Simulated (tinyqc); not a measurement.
Thermionic-field emission through a Schottky barrier, WKB: effect of temperature.

Metal on an n-type semiconductor with one parabolic valley; V > 0 is forward bias (metal positive). Energies E are counted from the conduction edge of the neutral semiconductor, whose Fermi level lies at -xi; that of the metal lies at -xi - V. The barrier is a parabola of height Vd = phi - xi - V (depletion approximation, no image force).

Nc = 2 (2 pi me m0 kB T/h^2)^1.5 (times 1e-6 for cm^-3); Nd = Nc F12(-xi/Vt), F12(x) = (2/sqrt(pi)) int_0^infinity sqrt(u)/(1 + exp(u - x)) du; E00 = (hbar/2) sqrt(Nd/(me m0 eps0 eps_r)) in SI units (volts). For E < Vd, ln T(E) = -(Vd/E00) [sqrt(1 - y) - y ln((1 + sqrt(1 - y))/sqrt(y))], y = E/Vd; T(E) = 1 above. J = A* T (q/kB) int_0^infinity T(E) N(E) dE, N = ln[(1 + exp((-xi - E)/Vt))/(1 + exp((-xi - V - E)/Vt))], A* = 4 pi q me m0 kB^2/h^3 (times 1e-4 for A/(cm^2 K^2)). The integral is converged to the digits shown; the share over the barrier is that of E > Vd, and 0 means below 1e-6 %. phi is held fixed. By a common rule of thumb, E00/Vt below 0.5 marks thermionic emission, 0.5 to 5 thermionic-field emission and above 5 field emission.

Inputs (values chosen for the exercise); band and dielectric values close to those of gallium arsenide: electron mass me = 0.0671 m0; relative permittivity eps_r = 12.7; barrier height seen from the metal phi = 0.38 eV; donor density Nd = 1.1e18 cm^-3; bias V = 0.099 V.

Constants: q = 1.602176634e-19 C, kB = 1.380649e-23 J/K, eps0 = 8.8541878128e-12 F/m, hbar = 1.054571817e-34 J s, h = 6.62607015e-34 J s, m0 = 9.1093837015e-31 kg, Vt = kB T/q. Results are converted to the units shown.

Effect of temperature:
```
T (K)  E00/Vt  J (A/cm^2)  share over the barrier (%)  mean E/Vd
60      4.080       6.186                           0     0.1288
100     2.448       10.28                           0     0.1673
150     1.632       26.43                     2.48e-4     0.2519
200     1.224       83.75                      0.0319     0.3648
250    0.9791       272.7                       0.396     0.4768
300    0.8160       807.7                        1.67     0.5704
400    0.6120        4702                        7.46     0.7021
500    0.4896     1.709e4                        15.6     0.7889
```

J rises from 6.19 to 17100 A/cm^2, and the mean E/Vd rises from 0.129 to 0.789, as E00/Vt falls from 4.08 (thermionic-field emission) to 0.490 (thermionic emission). Between the first two rows J changes by a factor of 1.66, between the last two by 3.64.

Range of the model: The depletion approximation, a parabolic band and the neglect of image-force lowering make these currents estimates at high doping.

tinyqc, about 0.05 s, one thread, Intel Xeon 2.30GHz (shared host): `OMP_NUM_THREADS=1 python tinyqc.py 2640103 2640104 out.jsonl`
